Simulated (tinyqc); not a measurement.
Doping from two capacitances.

Question. An abrupt p-n junction obeys 1/C^2 = 2 (Vbi - V)/(q eps0 eps_r Ne), Ne = Na Nd/(Na + Nd), Vbi = Vt ln(Na Nd/ni^2), V the bias of the p side. Nd is known to be the larger doping. Find Ne, Vbi, Na and Nd.

Inputs (values chosen for the exercise): temperature T = 273 K; relative permittivity eps_r = 11.1.

Constants: q = 1.602176634e-19 C, kB = 1.380649e-23 J/K, Vt = kB T/q, eps0 = 8.8541878128e-14 F/cm where lengths are in cm. Results are converted to the units shown.

C at V = -0.1 and -2.3 V (nF/cm^2): 25.670997  17.960456
ni = 0.011834654 cm^-3

Solution. The slope of 1/C^2 against -V gives Ne and its intercept Vbi. Then Na Nd = ni^2 exp(Vbi/Vt) and Na + Nd = Na Nd/Ne, so both are roots of one quadratic.

Ne = 1.77e16 cm^-3
Vbi = 2.01 V
Na = 2.30e16 cm^-3
Nd = 7.60e16 cm^-3

Numbers from tinyqc (`OMP_NUM_THREADS=1 python tinyqc.py 2000030 2000031 out.jsonl`; about 0.02 s on one thread of a shared Intel Xeon 2.30GHz).
